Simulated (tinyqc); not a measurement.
Effective-mass impurity with a central-cell term, in a basis of Slater functions. From one set of inputs to another, one input at a time. Computed by tinyqc, a small Python program. Command: `OMP_NUM_THREADS=1 python tinyqc.py 3027911 3027912 out.jsonl centralcell ladder`. One thread of a shared host (Intel(R) Xeon(R) Processor @ 2.30GHz), about 0.01 s of CPU time with the checks.

The envelope obeys H = -nabla^2 - (2/r) [Z + A exp(-kappa r)] in effective units, with kappa = a*/lambda; positive A deepens the well near the core.

The inputs printed are set A. Inputs not listed in the table keep their values of set A, so the rows need not describe a real material.

Inputs (values chosen for the exercise, for a model semiconductor):
```
quantity                   value      unit
effective mass m           0.371       m_0
dielectric constant eps     12.3         -
charge Z of the core           1         -
central-cell strength A      1.7         -
central-cell range lambda    2.2  angstrom
```

Impurity: acceptor, one isotropic band.

Constants: Ry = 13.605693123 eV; a_0 = 0.529177210903 angstrom.

Method:
- Units: Ry* = Ry m/eps^2 and a* = a_0 eps/m, with m in m_0.
- kappa = a*/lambda; the hydrogenic ground state is bound by Z^2 Ry*.
- For s functions exp(-zeta r), with s = zeta_i + zeta_j: S = 2/s^3, T = zeta_i zeta_j S, V = -2 Z/s^2, W = -2 A/(s + kappa)^2; each function is normalised by dividing by sqrt(S_ii S_jj).
- Large basis: zeta_i = 0.06 x 1.6^(i-1), i = 1..22, same formulas; for p functions r exp(-zeta r): S = 24/s^5, T = zeta_i zeta_j S (centrifugal term included), V = -12 Z/s^4, W = -12 A/(s + kappa)^4; overlap eigenvalues below 1e-11 are dropped.
- Binding energies are -E Ry*; the effective quantum number is nu = Z/sqrt(-E); |psi(0)|^2 is given relative to the hydrogenic Z^3/(pi a*^3).

Each row keeps all changes above it:
```
input moved                            from     to  1s binding energy (meV)  2p binding energy (meV)  relative |psi(0)|^2
set A                                     -      -                    40.12                    8.345                3.265
central-cell range lambda (angstrom)    2.2    1.8                    37.87                    8.343                2.617
dielectric constant eps                12.3   16.1                    21.00                    4.869                2.052
central-cell strength A                 1.7   -6.8                    16.78                    4.867                0.112
effective mass m (m_0)                0.371  0.231                    11.24                    3.031                0.244
```

Which inputs carry the difference?

1s binding energy goes from 40.1 to 11.2, a factor 0.280 in all. The largest single move comes from dielectric constant eps (a factor 0.555). 2p binding energy goes from 8.35 to 3.03, a factor 0.363 in all. The largest single move comes from dielectric constant eps (a factor 0.584). Relative |psi(0)|^2 goes from 3.27 to 0.244, a factor 0.0746 in all. The largest single move comes from central-cell strength A (a factor 0.0545), and effective mass m works against it (a factor 2.18). The single moves hold for this order of the switches; the total does not depend on the order.

Extremes, crossings and ranges named in words are read from the listed rows.
